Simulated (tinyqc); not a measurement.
# Frequency dispersion of an accumulation capacitance by border traps, distributed model: effects of single changes

Traps spread evenly through the insulator exchange electrons with the semiconductor by tunnelling, with tau(x) = t0 exp(2 ka x) at depth x from the interface. The admittance per area Y seen at depth x obeys dY/dx = -Y^2/(i w eps0 eox) + q Nb ln(1 + i w tau)/tau, with Y(0) = i w Cs and w = 2 pi f; the gate sees Y(tox) = G + i w C. Working variable y = Y/(i w), in uF/cm^2. Cox = eps0 eox/tox.

Inputs (values chosen for the exercise); permittivity close to that of zirconium oxide: relative permittivity of the insulator eox = 21.6; insulator thickness tox = 3 nm; semiconductor capacitance in accumulation Cs = 2.7 uF/cm^2; density of border traps Nb = 4.7e18 cm^-3 eV^-1; decay constant of the wave function in the insulator ka = 5.4 1/nm; time constant of a trap at the interface t0 = 4e-11 s; frequency f = 100 Hz.

Constants: q = 1.602176634e-19 C, eps0 = 8.8541878128e-14 F/cm where lengths are in cm. Results are converted to the units shown.

Each table varies one quantity; the others keep the values above.

## Capacitance and loss against frequency

Cox; trap-free value 1/(1/Cox + 1/Cs); response depth d = ln(1/(w t0))/(2 ka), where w tau = 1; lumped estimate: all traps within d act as C_bt = q Nb d placed at d/2, so C = 1/{1/[1/(1/Cs + d/(2 eps0 eox)) + C_bt] + (tox - d/2)/(eps0 eox)}. C and G from a fine integration; dispersion -d C/d log10 f over C, from f times and over 1.1. For a broad spread of time constants G/w is close to -(pi/2) dC/d ln w.

The same in every row: trap-free C (uF/cm^2) = 1.897.

Result of one run:
```
f (Hz)  d (nm)  C (uF/cm^2)  G/w (uF/cm^2)  dispersion (% a decade)  -(pi/2) dC/d ln w (uF/cm^2)  lumped C (uF/cm^2)
1e7     0.5543        1.923       0.006382                   0.4867                     0.006385               1.919
```

What becomes of these results when the frequency f is changed from 1e7 to 10000 Hz, all else the same?

Result of the changed run:
```
f (Hz)  d (nm)  C (uF/cm^2)  G/w (uF/cm^2)  dispersion (% a decade)  -(pi/2) dC/d ln w (uF/cm^2)  lumped C (uF/cm^2)
10000    1.194        1.953       0.007458                   0.5595                     0.007456               1.948
```

The whole series:
```
f (Hz)  d (nm)  C (uF/cm^2)  G/w (uF/cm^2)  dispersion (% a decade)  -(pi/2) dC/d ln w (uF/cm^2)  lumped C (uF/cm^2)
10       1.833        1.989       0.008647                   0.6372                     0.008645               1.983
100      1.620        1.976       0.008237                   0.6108                     0.008235               1.971
1000     1.407        1.965       0.007841                   0.5849                     0.007839               1.959
10000    1.194        1.953       0.007458                   0.5595                     0.007456               1.948
1e5     0.9807        1.943       0.007089                   0.5347                     0.007087               1.938
1e6     0.7675        1.933       0.006731                   0.5105                     0.006730               1.928
1e7     0.5543        1.923       0.006382                   0.4867                     0.006385               1.919
```

C falls from 1.989 to 1.923 uF/cm^2, towards the trap-free 1.897; each decade of frequency removes ln 10/(2 ka) = 0.213 nm from the response depth. The dispersion falls from 0.637 to 0.487 % a decade and G/w falls from 0.00865 to 0.00638 uF/cm^2. G/w stays at 1.00 times -(pi/2) dC/d ln w, the relation for a broad spread of time constants.

## Effect of the insulator thickness

Same model as above.

The same in every row: d (nm) = 1.620.

Results:
columns A: tox (nm); B: C (uF/cm^2); C: G/w (uF/cm^2); D: dispersion (% a decade); E: -(pi/2) dC/d ln w (uF/cm^2); F: lumped C (uF/cm^2); G: trap-free C (uF/cm^2)
```
A         B         C       D         E       F       G
2.1   2.179  0.009764  0.6668  0.009911   2.172   2.083
2.9   1.997  0.008410  0.6171  0.008407   1.991   1.916
4     1.791  0.006766  0.5536  0.006764   1.787   1.726
7.6   1.340  0.003784  0.4140  0.003783   1.337   1.302
11    1.082  0.002468  0.3344  0.002468   1.080   1.058
15   0.8823  0.001641  0.2727  0.001641  0.8811  0.8660
20   0.7169  0.001084  0.2216  0.001084  0.7162  0.7062
```

Estimate the missing row, tox = 5.5 nm.

Computed row:
columns A: tox (nm); B: C (uF/cm^2); C: G/w (uF/cm^2); D: dispersion (% a decade); E: -(pi/2) dC/d ln w (uF/cm^2); F: lumped C (uF/cm^2); G: trap-free C (uF/cm^2)
```
A        B         C       D         E      F      G
5.5  1.571  0.005202  0.4854  0.005201  1.567  1.520
```

With this row back in the table: As tox goes from 2.1 to 20, C falls from 2.18 to 0.717 uF/cm^2, the dispersion falls from 0.667 to 0.222 % a decade and G/w falls from 0.00976 to 0.00108 uF/cm^2. The lumped estimate is 0.31 % below C in the first row and 0.11 % below it in the last.

tinyqc, about 0.3 s, one thread, Intel Xeon 2.30GHz (shared host): `OMP_NUM_THREADS=1 python tinyqc.py 2202162 2202163 out.jsonl`
